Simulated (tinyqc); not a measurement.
Growth of a silicide layer between metal and silicon: linear-parabolic kinetics, ramp anneals and Kissinger analysis: one step, computed by the program tinyqc.

One compound layer of thickness x grows by diffusion through itself and reaction at an interface, dx/dt = 1/(2x/K + 1/v), until the metal is used up at x = a h.

Problem. Ramp anneal. K = K0 exp(-E/(k_B T)), v = v0 exp(-E_v/(k_B T)). Temperatures in kelvin are T(C) + 273.15. Ramp from x = 0 at 100 C at the rate beta: dx/dT = (1/beta)/(2x/K + 1/v), integrated adaptively (tolerance 1e-9) until x = a h at T_f.

Inputs (values chosen for the exercise, modelled on CoSi):
```
quantity                                 value    unit
prefactor of the parabolic constant K  3.8e+14  nm^2/s
activation energy E of K                  1.98      eV
prefactor of the interface velocity v  2.9e+15    nm/s
activation energy E_v                     2.18      eV
ramp rate beta                             0.1     C/s
```

final thickness = 113.12 nm

Constants: k_B = 8.617333262e-05 eV/K.

Give: completion temperature T_f.

Solution.

completion temperature T_f = 503.28 C
